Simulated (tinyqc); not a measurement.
# Frequency dispersion of an accumulation capacitance by border traps, distributed model: effect of the density of border traps

Traps spread evenly through the insulator exchange electrons with the semiconductor by tunnelling, with tau(x) = t0 exp(2 ka x) at depth x from the interface. The admittance per area Y seen at depth x obeys dY/dx = -Y^2/(i w eps0 eox) + q Nb ln(1 + i w tau)/tau, with Y(0) = i w Cs and w = 2 pi f; the gate sees Y(tox) = G + i w C. Working variable y = Y/(i w), in uF/cm^2. Cox = eps0 eox/tox.

Cox; trap-free value 1/(1/Cox + 1/Cs); response depth d = ln(1/(w t0))/(2 ka), where w tau = 1; lumped estimate: all traps within d act as C_bt = q Nb d placed at d/2, so C = 1/{1/[1/(1/Cs + d/(2 eps0 eox)) + C_bt] + (tox - d/2)/(eps0 eox)}. C and G from a fine integration; dispersion -d C/d log10 f over C, from f times and over 1.1. For a broad spread of time constants G/w is close to -(pi/2) dC/d ln w.

Parameters, values chosen for the exercise; permittivity close to that of hafnium oxide:

| symbol | value | unit | meaning |
|---|---|---|---|
| eox | 18.3 |  | relative permittivity of the insulator |
| tox | 3.5 | nm | insulator thickness |
| Cs | 0.51 | uF/cm^2 | semiconductor capacitance in accumulation |
| ka | 4.7 | 1/nm | decay constant of the wave function in the insulator |
| t0 | 2e-10 | s | time constant of a trap at the interface |
| f | 1e6 | Hz | frequency |

Constants: q = 1.602176634e-19 C, eps0 = 8.8541878128e-14 F/cm where lengths are in cm. Results are converted to the units shown.

The same in every row: d (nm) = 0.7106; trap-free C (uF/cm^2) = 0.4594.

Effect of the density of border traps:

| Nb (cm^-3 eV^-1) | C (uF/cm^2) | G/w (uF/cm^2) | dispersion (% a decade) | -(pi/2) dC/d ln w (uF/cm^2) | lumped C (uF/cm^2) |
|---|---|---|---|---|---|
| 1e18 | 0.4703 | 0.002276 | 0.7096 | 0.002277 | 0.4688 |
| 2e18 | 0.4811 | 0.004534 | 1.382 | 0.004536 | 0.4782 |
| 6e18 | 0.5240 | 0.01340 | 3.748 | 0.01340 | 0.5154 |
| 1e19 | 0.5662 | 0.02199 | 5.693 | 0.02199 | 0.5520 |
| 3e19 | 0.7674 | 0.06125 | 11.69 | 0.06121 | 0.7266 |
| 7e19 | 1.126 | 0.1244 | 16.16 | 0.1241 | 1.039 |
| 2e20 | 1.999 | 0.2421 | 17.63 | 0.2403 | 1.806 |
| 4e20 | 2.835 | 0.3088 | 15.75 | 0.3046 | 2.552 |

As Nb goes from 1e18 to 4e20, C rises from 0.470 to 2.83 uF/cm^2, the dispersion goes from 0.710 through a maximum of 17.6 (at Nb = 2e20 among the rows listed) to 15.7 % a decade and G/w rises from 0.00228 to 0.309 uF/cm^2. The lumped estimate is 0.31 % below C in the first row and 10 % below it in the last. The dispersion goes as Nb^(0.96) between the first two rows and Nb^(-0.16) between the last two: dense traps near the interface screen those behind them.

Computed by the program tinyqc: `OMP_NUM_THREADS=1 python tinyqc.py 2202002 2202003 out.jsonl`, one thread of a shared Intel Xeon 2.30GHz, about 0.3 s for the whole run.
